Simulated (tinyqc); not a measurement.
Length of a molecular wire: coherent transport through a tight-binding bridge. Computed by the program tinyqc. T = Gamma_L Gamma_R |G_1n|^2 with the self-energies of semi-infinite chains.

A uniform bridge between two chains:
```
parameter                        value
site energy (eV)              2.170000
hopping in the bridge (eV)    1.040000
lead hopping (eV)             1.930000
couplings (eV)              0.35, 0.32
E (eV)                       -0.300000
```

Transmission against length:
```
sites           T      ln T
2      5.7884e-04   -7.4545
3      1.6682e-04   -8.6986
4      4.9371e-05   -9.9161
5      1.4727e-05  -11.1259
6      4.4030e-06  -12.3332
7      1.3173e-06  -13.5399
8      3.9422e-07  -14.7464
9      1.1798e-07  -15.9528
10     3.5309e-08  -17.1591
```

What does the comparison show, and why?

E lies outside the band of the bridge (|E - e|/2h = 1.187 > 1), so T decays as exp(-beta n) with beta = 2 arccosh(1.187) = 1.2064 a site; the last two rows give 1.2064.
